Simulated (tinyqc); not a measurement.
# Rapid thermal processing of a wafer: radiative balance, ramp and cooling, pattern effects, pyrometer error and spike budget, step by step

A worked calculation. Computed by tinyqc, a small Python program that keeps every step. Command: `OMP_NUM_THREADS=1 python tinyqc.py 3114045 3114046 out.jsonl rtp walk`. One thread of a shared host (Intel(R) Xeon(R) Processor @ 2.30GHz), about 0.04 s of CPU time with the checks. Intermediate numbers are printed to about 7 digits and carried at full precision; extremes and crossings named in words are read from the listed rows.

The wafer is opaque and uniform through its thickness unless said otherwise; temperatures in formulas are in kelvin (C + 273.15). sigma = 5.670374419e-12 W/(cm^2 K^4).

Inputs (values chosen for the exercise, modelled on a hot silicon wafer):
```
quantity                                              value         unit
wafer thickness d                                       625   micrometre
heat capacity per volume C                             2.11   J/(cm^3 K)
thermal conductivity k                                 0.26     W/(cm K)
emissivity eps of each face                            0.69            -
reflectivity of the chamber walls r                    0.28            -
gas heat-transfer coefficient h, both faces together    2.5  mW/(cm^2 K)
wall temperature T_w                                    350            K
process temperature                                     871            C
starting temperature                                    550            C
ramp rate                                               110          K/s
relative change of absorptivity over a pattern          5.3            %
period of the pattern                                   7.5           mm
pyrometer wavelength                                    3.8   micrometre
error of the assumed emissivity                         1.2            %
activation energy of the process E_a                      4           eV
```

Constants: k_B = 8.617333262e-05 eV/K; h = 6.62607015e-34 J s; c = 299792458 m/s; k_B = 1.380649e-23 J/K.

## Power to hold and to ramp

Effective emissivity between parallel grey plates: eps_eff = 1/(1/eps + 1/(1 - r) - 1). Loss per area q(T) = 2 eps_eff sigma (T^4 - T_w^4) + h (T - T_w). Absorbed power during a ramp = q(T) + C d x ramp rate; thermal time constant tau = C d/(dq/dT), dq/dT = 8 eps_eff sigma T^3 + h; natural cooling rate q/(C d); front-to-back difference under one-sided heating at the end of the ramp = (absorbed power) d/(2 k).

eps_eff = 0.5440210

holding power q = 12.46557 W/cm^2

power at the end of the ramp = 26.97182 W/cm^2

dq/dT = 39.46292 mW/(cm^2 K)

time constant tau = 3.341744 s

natural cooling rate = 94.52568 K/s

front-to-back difference = 3.241806 K

Radiation carries 84 % of the loss. The ramp needs 2.2 times the holding power.

## Cooling curve

Cooling with the lamps off: C d dT/dt = -q(T), integrated adaptively (relative tolerance 1e-10).

Lamps off at t = 0:
```
t (s)     T (C)  cooling rate (K/s)
0.33   841.2620            85.94611
0.67   813.3483            78.45452
1.30   767.6013            67.28144
2.30   707.1368            54.44888
3.30   657.4583            45.39307
5.00   589.8268            34.96988
8.40   493.0659            23.31330
13.00  405.9083            15.48374
```

The rate falls from 94.5 K/s at t = 0 to 15.5 K/s in the last row.

## Thermal budget of a spike

Spike anneal: linear ramp to the peak, then lamps off. Equivalent time at the peak = int exp(-(E_a/k_B)(1/T - 1/T_peak)) dt; estimate (k_B T^2/E_a)(1/ramp rate + 1/cooling rate). The ramp part uses 4000 trapezoid steps, the cooling part 4000 steps over 4 tau. Time within 50 K of the peak from the same curves.

equivalent time, ramp = 0.2445947 s

equivalent time, cooling = 0.3103353 s

equivalent time, total = 0.5549300 s

estimate = 0.5547332 s

time within 50 K of the peak = 1.028234 s

Cooling supplies 56 % of the budget.

## What a faster ramp buys

The formulas are those given above.

Against the ramp rate:
```
ramp (K/s)  ramp part (s)  cooling part (s)  total (s)  power at the peak (W/cm^2)
10               2.690542         0.3103353   3.000877                     13.7843
25               1.076217         0.3103353   1.386552                     15.7624
50               0.538108         0.3103353   0.848444                     19.0593
100              0.269054         0.3103353   0.579390                     25.6531
250              0.107622         0.3103353   0.417957                     45.4343
500              0.053811         0.3103353   0.364146                     78.4031
1000             0.026905         0.3103353   0.337241                    144.3406
```

From 10 to 100 K/s the total falls by a factor 5.2, from 100 to 1000 K/s by 1.72: the cooling part, 0.310 s, is a floor, and the natural cooling rate here is 94.5 K/s.

## Pattern effect

At steady state a sinusoidal change of absorbed power of relative amplitude a and period p gives the temperature amplitude a q/(dq/dT + k d (2 pi/p)^2); healing length l = sqrt(k d/(dq/dT)); process change = E_a dT/(k_B T^2). Emissivity is taken as unchanged.

healing length l = 6.417000 mm

amplitude without lateral conduction = 16.74168 K

amplitude = 0.5599179 K

change of the process rate = 1.985389 %

Lateral conduction cuts the amplitude to 3.3 %, since p/(2 pi l) = 0.19.

## Pyrometer error

Signal proportional to eps/(exp(c2/(lambda T)) - 1), c2 = h c/k_B. If the assumed emissivity is too high by the given error, the reading T' solves (1 + error)/(exp(c2/(lambda T')) - 1) = 1/(exp(c2/(lambda T)) - 1). Wien estimate: T' - T = -lambda T^2 ln(1 + error)/c2. Process rates go as exp(-E_a/(k_B T)).

c2 = 14387.77 micrometre K

c2/(lambda T) = 3.309230

reading less true temperature = -3.960633 K

Wien estimate = -4.124245 K

rate at T over rate at T', less 1 = 15.13397 %

Caution: below about 600 C lightly doped silicon is partly transparent at this wavelength, so its emissivity is not yet the hot value early in the ramp.

Checks made by the program: cooling time against quadrature of C d dT/q (relative difference 3e-08).
